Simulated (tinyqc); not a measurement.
Precursor delivery by bubblers, mass-transport growth and the solid composition of a III-V alloy: one step, computed by the program tinyqc.

1 sccm = 44.615 micromol/min; 1 torr = 133.322 Pa. The sources decompose fully at the surface.

Question. Solid composition. At high V/III the group-V pressures at the surface equal those supplied, as dimers: p_D2/p_C2 = x_v/(1 - x_v). Equilibrium of the solid AC(1-x)D(x), A standing for the mix of both group-III metals: ln[x/(1 - x)] + L0 (1 - 2x)/(R T) = -dG_x/(R T) + (1/2) ln[x_v/(1 - x_v)]. Growth rate = rate per torr x (p_1 + p_2). Sensitivity dx/dx_v = [1/(2 x_v (1 - x_v))]/[1/(x (1 - x)) - 2 L0/(R T)].

Inputs (values chosen for the exercise, modelled on triethylgallium (source 1) and trimethylindium (source 2) for the vapour pressures):
```
quantity                                                value    unit
bath temperature T1                                       301       K
bath temperature T2                                       291       K
growth temperature T                                      970       K
flow cross-section A                                       73    cm^2
interaction L0 of the solid                                11  kJ/mol
vapour fraction x_v of D among the group-V sources       0.27       -
exchange energy dG_x of AC + (1/2) D2 -> AD + (1/2) C2    8.8  kJ/mol
```

Alloy: mixing on the group-V sites.

growth rate per torr of group III = 218.4761 micrometre/(h torr)

p_1 = 0.003704714 torr

p_2 = 3.434885e-04 torr

Constants: R = 8.314462618 J/(mol K).

Give: solid fraction x; distribution coefficient x/x_v; dx/dx_v; growth rate.

Answer.

solid fraction x = 0.05758

distribution coefficient x/x_v = 0.2133

dx/dx_v = 0.1616

growth rate = 0.8844 micrometre/h

The solid is poorer in D than the vapour. The growth rate is set by group III alone. Caution: the boundary layer is a quarter or more of the root of the cross-section, so it fills much of the channel and depletion along the flow matters.
